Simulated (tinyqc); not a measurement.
How errors in the targets pass to the parameters: fitting sp3s* parameters to three gaps by Newton steps.

J:
```
            Vss    Vsapc     Vpaxc
Gamma  -0.91554  0.00000   0.00000
X       0.00000  0.50044   0.00000
L      -0.24200  0.31619  -0.12786
```

The gaps at Gamma, X and L of an sp3s* model are fitted with Vss, Vsapc and Vpaxc; J holds the derivatives of the gaps by these parameters at the start. The change of each parameter for +10 meV on one target is 10 J^-1, in meV.

Shifts (meV):
```
target raised    Vss  Vsapc  Vpaxc
Gamma          -10.9    0.0   20.7
X                0.0   20.0   49.4
L                0.0    0.0  -78.2
```

root sum of squares (meV): Vss 10.9, Vsapc 20.0, Vpaxc 94.8

What can be read from this table?

Independent errors of 10 meV leave Vpaxc least certain (95 meV) and Vss best fixed (10.9 meV). The largest single entry, 78 meV, comes from the target at L.

tinyqc: `OMP_NUM_THREADS=1 python tinyqc.py 1481143 1481144 out.jsonl`; about 0.2 s, one thread, shared Intel(R) Xeon(R) Processor @ 2.30GHz.
